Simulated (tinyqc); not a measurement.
Local against global planarity over time: chemical-mechanical planarisation: Preston law, pattern density and step-height reduction. Computed by tinyqc, a small Python program. Command: `OMP_NUM_THREADS=1 python tinyqc.py 3003348 3003349 out.jsonl cmp walk`. One thread of a shared host (Intel(R) Xeon(R) Processor @ 2.30GHz), about 0.01 s of CPU time with the checks.

A row of 10 cells, repeated periodically, holds raised features that cover a share rho of each cell.

Inputs (values chosen for the exercise, close to those used for copper polishing):

| quantity | value | unit |
|---|---|---|
| Preston coefficient K | 2.1e-13 | 1/Pa |
| pressure P | 11 | kPa |
| platen and carrier speed | 110 | rpm |
| distance between the centres | 18 | cm |
| initial step height h0 | 530 | nm |
| contact height h_c | 55 | nm |
| film above the raised areas z0 | 1200 | nm |
| cell size | 1.6 | mm |
| planarisation length | 2.7 | mm |

local pattern densities, cell by cell: 0.9  0.1  0.7  0.7  0.5  0.7  0.1  0.25  0.1  0.25

Method:
- With equal rotation speeds the relative speed is uniform, v = omega r_c; Preston rate R0 = K P v.
- The stiff pad averages the density: rho_eff(i) = sum_j w_ij rho_j / sum_j w_ij, w = exp(-2 d^2/L^2), L the planarisation length and d the distance between cell centres, summed over all periodic images of cell j.
- While h > h_c only raised areas polish, at R0/rho_eff, until t_c = rho_eff (h0 - h_c)/R0. After that h = h_c exp(-(t - t_c)/tau), tau = rho_eff h_c/R0; low areas polish at R0 (1 - h/h_c) and raised areas at R0 [1 + (1 - rho_eff) h/(rho_eff h_c)]. Removed from raised areas after t_c: h0 - h_c + R0 (t - t_c) + (1 - rho_eff)(h_c - h); from low areas: R0 (t - t_c) - rho_eff (h_c - h). Film left = z0 less the removal from raised areas.
- Times are multiples of h0/R0; the range is the largest minus the smallest removal from raised areas.

effective densities: 0.531124  0.449657  0.559061  0.635713  0.587450  0.499266  0.287727  0.193311  0.193579  0.363112

blanket rate R0 = 4.78967 nm/s

Steps and range (nm):

| multiple | t (s) | largest step | smallest step | range across the row | mean removal from raised areas |
|---|---|---|---|---|---|
| 0.10 | 11.07 | 446.63 | 255.83 | 190.80 | 147.0 |
| 0.20 | 22.13 | 363.26 | 14.50 | 355.11 | 288.8 |
| 0.30 | 33.20 | 279.89 | 0.10 | 336.35 | 391.4 |
| 0.45 | 49.79 | 154.83 | 0.00 | 290.88 | 517.6 |
| 0.60 | 66.39 | 34.77 | 0.00 | 247.14 | 617.2 |
| 0.80 | 88.52 | 1.68 | 0.00 | 235.08 | 726.0 |
| 1.00 | 110.65 | 0.08 | 0.00 | 234.50 | 832.1 |
| 1.30 | 143.85 | 0.00 | 0.00 | 234.47 | 991.1 |
| 1.70 | 188.11 | 0.00 | 0.00 | 234.47 | 1203.1 |

What does the comparison show, and why?

Local steps shrink to 0.01 nm or less, but the range across the row reaches up to 355.1 nm among these rows and ends at 234.5 nm, against the limit (largest - smallest rho_eff) h0 = 234.5 nm: once flat, all cells polish alike and the difference stays. Evener density (dummy fill), a longer planarisation length or a smaller initial step reduces it. Caution: in the last rows the removal passes z0 somewhere, so they describe a thicker film than the one given.

Extremes, crossings and ranges named in words are read from the listed rows.
